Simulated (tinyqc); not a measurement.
Ballistic Schottky-barrier transistor with a two-dimensional channel, WKB contacts: one step of the calculation.

Source Fermi level 0, drain Fermi level -Vd. Far from the contacts Ec = pn - psi, and the gate moves psi one to one; the band edges relax as exp(-x/lam) from pn at the source and pn - Vd at the drain; Ev = Ec - Eg. A carrier of energy w inside the channel band meets at a contact a barrier of height D (the contact edge beyond the channel edge): T = 1 for w >= D, else exp(-S), S = 4 lam sqrt(m/C) [sqrt(D - w) - sqrt(w) arctan sqrt((D - w)/w)], C = hbar^2/(2 m0). The two contacts combine as Ts Td/(Ts + Td - Ts Td).

Task. Current of the electrons on a coarse grid. I/W = g (2 q^2/h) int T(w) [N(Es + w) - N(Ed + w)] dw with w the energy of motion along the channel, N(y) = (1/2 pi) sqrt(pi m kB T/C) Fm(-y/kB T), Fm(x) = (1/sqrt(pi)) int_0^infinity u^(-1/2)/(1 + exp(u - x)) du. Electrons: Ds = psi, Dd = psi - Vd, Es = Ec, Ed = Ec + Vd. Holes: Ds = -psi, Dd = Vd - psi, Es = -Ev, Ed = -Ev - Vd. The size of each current is taken; both flow from drain to source and add. Simpson's rule on nE equally spaced w from 0 to wm.

Parameters, values chosen for the exercise; channel values close to those of an ultrathin silicon body with silicide contacts: temperature T = 300 K; barrier for electrons at both contacts pn = 0.34 eV; electron mass mn = 0.19 m0; valleys or subbands g = 2; screening length at the contacts lam = 4.9 nm; drain bias Vd = 0.05 V; band shift psi of the channel by the gate ps = 0.29 V; upper end of the grid wm = 0.47 eV; points of the grid nE = 15.

Constants: q = 1.602176634e-19 C, kB = 1.380649e-23 J/K, hbar = 1.054571817e-34 J s, h = 6.62607015e-34 J s, m0 = 9.1093837015e-31 kg, Vt = kB T/q, hbar^2/(2 m0) = 0.0380998212 eV nm^2. Results are converted to the units shown.

Wanted: w; Ts; Td; T; size of the supply difference; current.

Result.

| point | w (eV) | Ts | Td | T | size of the supply difference (1/um) |
|---|---|---|---|---|---|
| 0 | 0.0000 | 5.800e-11 | 4.871e-10 | 5.183e-11 | 11.22 |
| 1 | 0.0336 | 4.324e-6 | 3.157e-5 | 3.803e-6 | 3.313 |
| 2 | 0.0671 | 1.953e-4 | 0.001227 | 1.685e-4 | 0.9248 |
| 3 | 0.1007 | 0.002535 | 0.01351 | 0.002139 | 0.2540 |
| 4 | 0.1343 | 0.01688 | 0.07496 | 0.01397 | 0.06944 |
| 5 | 0.1679 | 0.07193 | 0.2592 | 0.05966 | 0.01896 |
| 6 | 0.2014 | 0.2179 | 0.6107 | 0.1913 | 0.005175 |
| 7 | 0.2350 | 0.4945 | 0.9786 | 0.4892 | 0.001412 |
| 8 | 0.2686 | 0.8499 | 1.000 | 0.8499 | 3.855e-4 |
| 9 | 0.3021 | 1.000 | 1.000 | 1.000 | 1.052e-4 |
| 10 | 0.3357 | 1.000 | 1.000 | 1.000 | 2.871e-5 |
| 11 | 0.3693 | 1.000 | 1.000 | 1.000 | 7.835e-6 |
| 12 | 0.4029 | 1.000 | 1.000 | 1.000 | 2.138e-6 |
| 13 | 0.4364 | 1.000 | 1.000 | 1.000 | 5.836e-7 |
| 14 | 0.4700 | 1.000 | 1.000 | 1.000 | 1.593e-7 |

current = 0.02586 uA/um

Range of the model: No scattering, image-force lowering, channel charge or band-to-band tunnelling; parabolic kappa overstates S deep in the gap.

tinyqc, about 0.4 s, one thread, Intel Xeon 2.30GHz (shared host): `OMP_NUM_THREADS=1 python tinyqc.py 2390055 2390056 out.jsonl`
